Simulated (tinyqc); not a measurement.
Worked calculation: Berg model of reactive sputtering of a nitride or oxide: poisoning, hysteresis and pumping speed. Computed by tinyqc, a small Python program that keeps every step. Command: `OMP_NUM_THREADS=1 python tinyqc.py 3029651 3029652 out.jsonl berg walk`. One thread of a shared host (Intel(R) Xeon(R) Processor @ 2.30GHz), about 0.06 s of CPU time with the checks. Intermediate numbers are printed to about 5 digits and carried at full precision; extremes and crossings named in words are read from the listed rows.

A diatomic gas reacts with bare metal on the target and on the collecting surfaces; ions remove metal and compound from the target. theta_t and theta_c are the compound fractions.

Inputs (values chosen for the exercise, close to those used for titanium dioxide):
```
quantity                         value     unit
ion current density J               39  mA/cm^2
target area A_t                    100     cm^2
collecting area A_c               4700     cm^2
metal yield Y_m                   0.54        -
compound yield Y_c               0.025        -
sticking coefficient alpha         0.6        -
reactive atoms per metal atom z      2        -
gas mass M                          32        u
pumping speed S                    630      l/s
gas temperature T                  300        K
reactive partial pressure P      0.013       Pa
```

Constants: e = 1.602176634e-19 C; u = 1.6605390666e-27 kg; k_B = 1.380649e-23 J/K.

## Steady state at the pressure P

Ion flux j = J/e; gas flux F = P/sqrt(2 pi M k_B T). Target: (2/z) alpha F (1 - theta_t) = j Y_c theta_t. Sputtered flows F_c = j Y_c theta_t A_t, F_m = j Y_m (1 - theta_t) A_t. Collector: (2/z) alpha F (1 - theta_c) A_c + F_c (1 - theta_c) = F_m theta_c. Gas use Q = alpha F [(1 - theta_t) A_t + (1 - theta_c) A_c] + P S/(k_B T); 1 sccm = 4.4780e17 molecules/s. Rate R = F_m + F_c, given relative to j Y_m A_t.

ion flux j = 2.4342e+17 1/(cm^2 s)

gas flux F = 3.4958e+16 1/(cm^2 s)

theta_t = 0.77512

theta_c = 0.97102

gas use (sccm): target 1.0534, collector 6.3794, pump 4.4157

total flow Q = 11.848 sccm

rate relative to clean metal = 0.26077

The target is partly covered. The film is 97.1 % compound.

## Critical pumping speed

P is a single-valued function of the flow Q only if dQ/dP > 0 everywhere: S must exceed k_B T times the steepest fall of the surface terms with P.

pressure of the steepest fall = 0.0051364 Pa

critical pumping speed = 1347.2 l/s

S is 0.47 times the critical value: the flow curve is S-shaped and flow control shows hysteresis.

## The hysteresis loop

Turning points solve dQ/dP = 0; a jump keeps Q fixed; the width of the loop is the difference of the two turning flows.

Corners of the loop:
```
point                          P (Pa)  Q (sccm)  theta_t  theta_c  relative rate
edge of the metallic branch  0.003129    13.885  0.45346  0.76967        0.56753
landing, poisoned            0.026832    13.885  0.87676  0.99212        0.16383
edge of the poisoned branch  0.012871    11.848  0.77338  0.97052        0.26243
landing, metallic            0.001353    11.848  0.26398  0.51852        0.74824
```

width of the loop = 2.0370 sccm

Raising the flow past 13.9 sccm drops the rate from 0.568 to 0.164; the metallic mode returns only below 11.8 sccm. The best film reachable on the metallic branch is 77 % compound, so the region between needs pressure feedback. The pressure P of the inputs lies on the poisoned branch.

## Flow curve at three pumping speeds

The formulas are those given above.

Pressure as the free variable:
```
P (Pa)   theta_t  theta_c  relative rate  Q at S_c/4 (sccm)  Q at S_c (sccm)  Q at 2 S_c (sccm)
0.00026  0.06449  0.14055        0.93850              3.919            4.061              4.249
0.00051  0.11911  0.25388        0.88640              6.698            6.976              7.347
0.00100  0.20957  0.42600        0.80013             10.187           10.732             11.458
0.00180  0.32306  0.60878        0.69189             12.691           13.672             14.979
0.00310  0.45113  0.76725        0.56976             13.395           15.084             17.335
0.00510  0.57486  0.87474        0.45175             12.526           15.304             19.008
0.00820  0.68495  0.93795        0.34676             11.036           15.503             21.459
0.01300  0.77512  0.97102        0.26077              9.793           16.875             26.318
0.02100  0.84774  0.98763        0.19151              9.365           20.805             36.058
0.04100  0.91576  0.99646        0.12664             11.149           33.484             63.264
```

At S_c/4 the flow falls with pressure in 4 of the intervals: as the target poisons, less metal arrives to getter the gas. At 2 S_c it rises throughout. Coverages and rate depend on P alone, not on S. The collector converts before the target (theta_c = 0.77 at theta_t = 0.45), since the metal is spread over a larger area and no ions clean it. The rate tends to Y_c/Y_m = 0.046.

Checks made by the program: gas taken up by surfaces against gas bound in the growing film (relative difference below 1e-10).
